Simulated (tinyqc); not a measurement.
From results back to parameters: interband optics of a two-band s-p chain from momentum matrix elements. Two cases, with inputs chosen for the exercise.

Problem. At k = 0 the chain has the gap D0 = Es - Ep_ - 2 (ts + tp), w0 = 4 a^2 V^2, and masses 2c/mc = 2 ts a^2 + 2 w0/D0, 2c/mv = 2 tp a^2 + 2 w0/D0 (c = hbar^2/2m0, mv positive for holes). The oscillator strength there is f0 = w0/(c D0). V, ts and tp are hidden.

Constants: hbar^2/2m0 = 3.80998211 eV angstrom^2.

Case 1.

Values chosen: a = 4.46 angstrom (period).
D0 = 4.0800 eV
f0 = 15.31930

mc, mv (m0): 0.053890  0.059964

Case 2.

Values chosen: a = 2.89 angstrom (period).
D0 = 2.8200 eV
f0 = 1.79602

mc, mv (m0): 0.365144  0.374128

Find: V; ts; tp.

Solution. w0 = f0 c D0 gives V; 1/mc - f0 = ts a^2/c and 1/mv - f0 = tp a^2/c.

Case 1.

V = 1.73 eV
ts = 0.62 eV
tp = 0.26 eV

Case 2.

V = 0.76 eV
ts = 0.43 eV
tp = 0.40 eV

Computed by tinyqc, one run a case: `OMP_NUM_THREADS=1 python tinyqc.py N N+1 out.jsonl` with N = 1680931, 1680996; one thread of a shared Intel(R) Xeon(R) Processor @ 2.30GHz, about 0.01 s a run at most.
